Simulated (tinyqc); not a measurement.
The three schemes as the step is halved: finite-difference solution of the diffusion equation on a small grid. Computed by tinyqc, a small Python program. Command: `OMP_NUM_THREADS=1 python tinyqc.py 3023599 3023600 out.jsonl fdiff walk`. One thread of a shared host (Intel(R) Xeon(R) Processor @ 2.30GHz), about 0.01 s of CPU time with the checks.

dC/dt = D d2C/dx2 on nodes x_j = j dx, j = 0..7; the far end is sealed.

Inputs (values chosen for the exercise): diffusivity D = 3.6 nm^2/s; grid spacing dx = 50 nm; time step dt = 230 s; final time t_f = 1840 s.

Boundary at x = 0: sealed surface. Scheme: implicit.

start values C_j, j = 0, 1, ... (% of a reference): [39.2, 75.9, 100, 76.7, 9.07, 7.61, 0, 0]

Method:
- The operator M acts as (M C)_j = C_(j-1) - 2 C_j + C_(j+1); at the sealed far end a mirror node gives 2 C_(N-2) - 2 C_(N-1); at j = 0, a mirror node gives 2 C_1 - 2 C_0.
- r = D dt/dx^2.
- The mode of M with eigenvalue mu has its amplitude multiplied per step by g = (1 + (1 - theta) r mu)/(1 - theta r mu), with theta = 0 explicit, 1 implicit, 1/2 Crank-Nicolson; the explicit scheme is stable for r up to 2/|mu_min|.
- With r = D dt/dx^2: (1 - theta r M) C(new) = (1 + (1 - theta) r M) C(old); theta = 0 explicit, 1 implicit, 1/2 Crank-Nicolson.
- Each run reaches t_f in n equal steps; errors are the largest difference from exp(M D t_f/dx^2) C(0). A dash marks unstable explicit runs.

largest stable r of the explicit scheme = 0.5

Largest error at t_f (%):
```
steps n        r  explicit  implicit  Crank-Nicolson
4        0.66240         -    1.8292      1.9562e-01
8        0.33120   0.69708    0.8728      5.1583e-02
16       0.16560   0.37574    0.4205      1.3017e-02
32       0.08280   0.19423    0.2055      3.2615e-03
64       0.04140   0.09862    0.1014      8.1583e-04
128      0.02070   0.04967    0.0504      2.0399e-04
256      0.01035   0.02493    0.0251      5.0998e-05
```

What does the comparison show, and why?

From the last two rows, halving the step divides the error by 1.99 (explicit), 2.01 (implicit), 4.00 (Crank-Nicolson): a factor 2 marks first order in dt and 4 second order. The explicit scheme needs n of at least 6 to be stable; the other two are stable at any step.

Extremes, crossings and ranges named in words are read from the listed rows.
